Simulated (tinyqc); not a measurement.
## Schottky emission and Poole-Frenkel conduction in an insulator, and how to tell them apart: effect of temperature

Schottky emission (electrode-limited): J = As T^2 exp[-(pb - b sqrt(F))/Vt], b = sqrt(q/(4 pi eps0 ei)). Poole-Frenkel emission (bulk-limited): J = s0 F exp[-(pt - 2 b sqrt(F))/Vt]. F in V/cm.

Both formulas at the same field.

Values chosen for this exercise; dielectric values close to those of zirconium oxide: high-frequency relative permittivity ei = 4.79; trap depth pt = 0.97 eV; Poole-Frenkel prefactor s0 = 0.35 S/cm; electrode barrier pb = 1.49 eV; Richardson constant As = 27 A/(cm^2 K^2); field F = 1.5 MV/cm.

Constants: q = 1.602176634e-19 C, kB = 1.380649e-23 J/K, Vt = kB T/q, eps0 = 8.8541878128e-14 F/cm where lengths are in cm. Results are converted to the units shown.

Effect of temperature:
```
T (K)  J, Schottky (A/cm^2)  J, Poole-Frenkel (A/cm^2)      ratio
225               3.293e-23                   3.206e-7  1.027e-16
260               3.131e-19                   1.413e-5  2.215e-14
300               8.357e-16                   3.627e-4  2.304e-12
340               3.597e-13                   0.004338  8.291e-11
380               4.426e-11                    0.03077   1.439e-9
420                2.222e-9                     0.1503   1.479e-8
475                1.694e-7                     0.8600   1.969e-7
```

Read the table: what changes, and by how much?

The Schottky current grows by 15.7 decades and the Poole-Frenkel current by 6.43, as their lowered barriers are 1.28 and 0.545 eV. A tunnelling current would hardly change over this range. For T = 225, 260 a Fowler-Nordheim estimate for tunnelling through pb with a mass of 0.4 m0 exceeds the Schottky current, so tunnelling, left out here, would compete.

Numbers from tinyqc (`OMP_NUM_THREADS=1 python tinyqc.py 2370084 2370085 out.jsonl`; about 0.01 s on one thread of a shared Intel Xeon 2.30GHz).
